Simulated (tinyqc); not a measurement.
Surface photovoltage measurement of the minority-carrier diffusion length in a wafer: one step, computed by the program tinyqc. Command: `OMP_NUM_THREADS=1 python tinyqc.py 3130388 3130389 out.jsonl spv walk`. One thread of a shared host (Intel(R) Xeon(R) Processor @ 2.30GHz), about 0.01 s of CPU time with the checks.

Low injection, steady light, a depletion layer much thinner than 1/alpha and L. The excess density dn is taken at the front edge of the neutral region; light that reaches the back is lost.

Task: The linear plot. alpha = (84.732/lambda - 76.417)^2 per cm with lambda in micrometre (an empirical fit for silicon between 0.7 and 1.05 micrometre). Thick wafer: dn = Phi L/((S_f + D/L)(L + 1/alpha)). Finite wafer, with s = S_b L/D, w = W/L, a = alpha L: dn = [Phi a/(a^2 - 1)] [a - B - exp(-alpha W)(a - s)/(cosh w + s sinh w)]/(S_f + B D/L), B = (sinh w + s cosh w)/(cosh w + s sinh w). Readings y = (Phi/dn) (1 + noise x g) at 780, 830, 880, 920, 950, 975 and 995 nm; a least-squares line y = c (1/alpha + L_app) gives L_app = intercept/slope.

Inputs (values chosen for the exercise, modelled on p-type silicon at room temperature):
```
quantity                            value        unit
diffusion length L                     95  micrometre
wafer thickness W                     775  micrometre
diffusivity D                        30.5      cm^2/s
front recombination velocity S_f    25000        cm/s
back recombination velocity S_b       650        cm/s
photon flux entering              4.1e+13  1/(cm^2 s)
relative noise of each reading          1           %
```

normal deviates g for the noise: -0.23  0.08  1.50  -0.64  -0.95  1.24  0.53

Give: the table «Readings» with the columns 1/alpha (micrometre), y (cm/s), line (cm/s), for lambda (nm) = 780, 830, 880, 920, 950, 975, 995; slope; apparent length L_app; error of L_app (rounded to 0.001).

Result:

Readings:
```
lambda (nm)  1/alpha (micrometre)  y (cm/s)  line (cm/s)
780                          9.64     31001        31042
830                         15.18     32743        32706
880                         25.33     36268        35756
920                         40.66     40026        40359
950                         61.28     45966        46553
975                         90.92     55893        55455
995                        130.89     67433        67460
```

slope = 300.35 cm/(s micrometre)

apparent length L_app = 93.716 micrometre

error of L_app (rounded to 0.001) = -1.351 %

At W/L = 8.2 the finite thickness shifts L_app by less than 0.05 %. S_f scales all readings alike and leaves L_app unchanged.
